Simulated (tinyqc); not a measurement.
Minority-electron transport through the base of a bipolar transistor (Moll-Ross and Kroemer integrals): one step, computed by the program tinyqc.

Low injection, one dimension, x from the emitter edge (0) to the collector edge (W), s = x/W. Recombination is treated as a small correction (valid for tau_B well below tau_n), computed from the stored charge.

Question. Profile and built-in field. N(x) = N_0 (ratio)^(-s^2); n_i(x)^2 = n_i^2 exp(s dE_g/k_B T); D(x) = (k_B T/e) mu, mu = mu_min + (mu_max - mu_min)/(1 + (N/N_ref)^0.7). Field that drives electrons towards the collector, averaged over the base: (k_B T/e) ln[N_0 n_i(W)^2/(N(W) n_i^2)]/W.

Inputs (values chosen for the exercise, modelled on silicon): base doping at the emitter edge N_0 = 9.7e+18 1/cm^3; base width W = 360 nm; mu_min = 240 cm^2/(V s); mu_max = 1380 cm^2/(V s); N_ref = 8.3e+16 1/cm^3; temperature T = 300 K; doping ratio N_0/N(W) = 42; gap narrowing across the base dE_g = 66 meV.

Base doping profile: Gaussian. Gap grading: linear. Exit of the base: saturation velocity.

Constants: k_B = 8.617333262e-05 eV/K.

Give: Across the base; drift factor eta (potential drop in k_B T/e); mean built-in field.

Answer.

Across the base:
```
s    N (1/cm^3)  n_i(x)^2/n_i^2  D (cm^2/s)  y (s/cm^5)
0.0   9.700e+18            1.00        7.22   1.343e+18
0.2   8.353e+18            1.67        7.33   6.841e+17
0.4   5.334e+18            2.78        7.72   2.488e+17
0.6   2.526e+18            4.63        8.68   6.292e+16
0.8   8.869e+17            7.71       10.92   1.054e+16
1.0   2.310e+17           12.85       15.88   1.132e+15
```

drift factor eta (potential drop in k_B T/e) = 6.291

mean built-in field = 4.517 kV/cm
